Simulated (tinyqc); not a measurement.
Worked calculation: geometry optimisation on the B3LYP (VWN-RPA form)/6-31g surface (energies and gradients from PySCF), for H3-, spin multiplicity 1. The basis has no diffuse functions, so it cannot describe the extra electron: this is an exercise in the method, not the real anion. Computed by tinyqc, a small Python program that keeps every step (integrals from PySCF). Settings: charge = -1, multiplicity = 1, basis = 6-31g, functional = b3lyp, optimiser = bfgs, first Hessian = 1.0, largest step = 0.1, iteration cap = 30. Command: `OMP_NUM_THREADS=1 python tinyqc.py 21052 21053 out.jsonl` (the two numbers bound the seeds that draw the settings). One thread of a shared host (Intel(R) Xeon(R) Processor @ 2.60GHz), about 10 s of CPU time with the checks.

positions at the start (bohr):
```
         x        y       z
1H  0.0586  -0.0246  0.0151
2H  0.0850  -0.0775  1.4664
3H  0.0170   1.4173  0.6727
```

Stop when the largest gradient component is below 3e-5 hartree/bohr. The inverse Hessian follows the BFGS update with s = step, y = change of gradient.

Course of the optimisation:
```
step  E (hartree)  largest gradient (hartree/bohr)
1       -1.389250                         2.38e-01
2       -1.422118                         2.05e-01
3       -1.451451                         1.78e-01
4       -1.477713                         1.63e-01
5       -1.501328                         1.49e-01
6       -1.522624                         1.36e-01
7       -1.541854                         1.24e-01
8       -1.559224                         1.12e-01
9       -1.574900                         1.01e-01
10      -1.589021                         9.04e-02
11      -1.601706                         8.05e-02
12      -1.613053                         7.12e-02
13      -1.623142                         6.23e-02
14      -1.632036                         5.39e-02
15      -1.639781                         4.58e-02
16      -1.646412                         3.81e-02
17      -1.651954                         3.08e-02
18      -1.656425                         2.37e-02
19      -1.659844                         1.70e-02
20      -1.662234                         1.07e-02
21      -1.663623                         5.18e-03
22      -1.664052                         1.43e-03
23      -1.664055                         1.48e-03
24      -1.664065                         1.38e-03
25      -1.664076                         9.66e-04
26      -1.664084                         3.95e-04
27      -1.664086                         3.05e-04
28      -1.664086                         2.33e-04
29      -1.664086                         2.75e-04
30      -1.664087                         3.71e-04
```

Can the last value be used, and what does the course show?

Not by the stop rule, although the second column moves by less than 1e-05 over the last three steps. Not converged within 30 steps: the energy falls at every step, but slowly. Reruns: method bfgs, first Hessian 0.6, largest step 0.3: converged in 23 (E = -1.66429).
